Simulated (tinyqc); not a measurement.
ESD clamp with bipolar snapback, compact model and design window: course of the iteration: base voltage at the failure current.

The drain junction multiplies the current that enters it: Igen = (M - 1)(Ic + I0), M = 1/(1 - (Vj/BV)^n). The generated holes leave through the substrate resistance and the base of the parasitic npn: Igen = Vb/Rb + Ic/be, Ic = Is exp(Vb/Vt). Terminal current I = Ic + I0 + Igen and voltage V = Vj + I Ro, per width. Isothermal, constant gain.

I(Vb) = Ic (1 + 1/be) + I0 + Vb/Rb, I' = Ic (1 + 1/be)/Vt + 1/Rb; Newton steps on ln I: Vb(new) = Vb - ln(I/It2) I/I'. V follows from the introduction.

Stop when Vb changes by less than 1e-10 V, or after 20 iterations. Vb must stay between 0 and 8 V.

Parameters, values chosen for the exercise; values close to those of grounded-gate n-channel clamps: temperature T = 300 K; junction breakdown voltage BV = 11.2 V; exponent of the multiplication n = 4; current gain of the parasitic npn be = 4.8; saturation current Is = 3.8e-17 A/um; junction leakage I0 = 2.1e-11 A/um; substrate resistance Rb = 23000 ohm um; drain ballast and contact resistance Ro = 120 ohm um; failure current for 100 ns It2 = 5.9 mA/um.

Constants: q = 1.602176634e-19 C, kB = 1.380649e-23 J/K, Vt = kB T/q. Results are converted to the units shown.

Vb at the start = 0.74 V

Course of the iteration:

| iteration | Vb (V) | \|change\| (V) |
|---|---|---|
| 1 | 0.857186 | 0.117 |
| 2 | 0.839713 | 0.0175 |
| 3 | 0.839691 | 2.25e-5 |
| 4 | 0.839691 | 5.69e-11 |

Did this iteration meet its convergence test, and what does its course show?

Yes. Converged in 4 iterations. At the end the number of correct digits about doubles with each step.

tinyqc, about 0.01 s, one thread, Intel Xeon 2.30GHz (shared host): `OMP_NUM_THREADS=1 python tinyqc.py 2670005 2670006 out.jsonl`
